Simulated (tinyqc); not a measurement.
Short-channel transistor, virtual-source model with series resistance: one step of the calculation.

The current per gate width is the charge at the top of the source barrier (the virtual source) times its velocity times a saturation function; al and be are fitting constants of the model. Units: I in uA/um, Rs in ohm um, so I Rs = 1e-6 I Rs in volts; Q in uC/cm^2, so I = 1e-4 Q vx0 Fsat with vx0 in cm/s.

Problem. Current through the series resistance. Intrinsic voltages Vg' = Vgs - I Rs, Vd' = Vds - 2 I Rs. n = n0 + nd Vd', VT = VT0 - dl Vd', Ff = 1/(1 + exp((Vg' - VT + al Vt/2)/(al Vt))), Q = Cinv n Vt ln(1 + exp((Vg' - VT + al Vt Ff)/(n Vt))), Vdsat = (vx0 L/mu)(1 - Ff) + Vt Ff, Fsat = u/(1 + u^be)^(1/be) with u = Vd'/Vdsat, and I(out) = Q vx0 Fsat per width. (Fsat takes the sign of u.) I(new) = I + 0.5 (I(out) - I).

Values chosen for this exercise:
- T = 273 K (temperature)
- Cinv = 3.65 uF/cm^2 (inversion capacitance)
- vx0 = 2.92e7 cm/s (velocity at the virtual source)
- mu = 390 cm^2/(V s) (apparent mobility)
- L = 130 nm (channel length)
- VT0 = 0.348 V (threshold at zero drain voltage)
- dl = 0.136 V/V (drain-induced barrier lowering)
- n0 = 1.43 (subthreshold factor)
- nd = 0.2 1/V (growth of n with drain voltage)
- al = 3.5 (threshold shift (in units of Vt) from weak to strong inversion)
- be = 1.6 (sharpness of saturation)
- Rs = 150 ohm um (series resistance of each contact)
- Vgs = 0.6 V (gate voltage)
- Vds = 0.6 V (drain voltage)

Constants: q = 1.602176634e-19 C, kB = 1.380649e-23 J/K, Vt = kB T/q. Results are converted to the units shown.

I after iteration 1 = 872.95005 uA/um

Give: Vg'; Vd'; VT; Ff; Q; Vdsat; Fsat; I(out); I after iteration 2.

Solution.

Vg' = 0.4691 V
Vd' = 0.3381 V
VT = 0.3020 V
Ff = 0.07387
Q = 0.6328 uC/cm^2
Vdsat = 0.9032 V
Fsat = 0.3327
I(out) = 614.8 uA/um
I after iteration 2 = 743.9 uA/um

Computed by the program tinyqc: `OMP_NUM_THREADS=1 python tinyqc.py 2380071 2380072 out.jsonl`, one thread of a shared Intel Xeon 2.30GHz, about 0.01 s for the whole run.
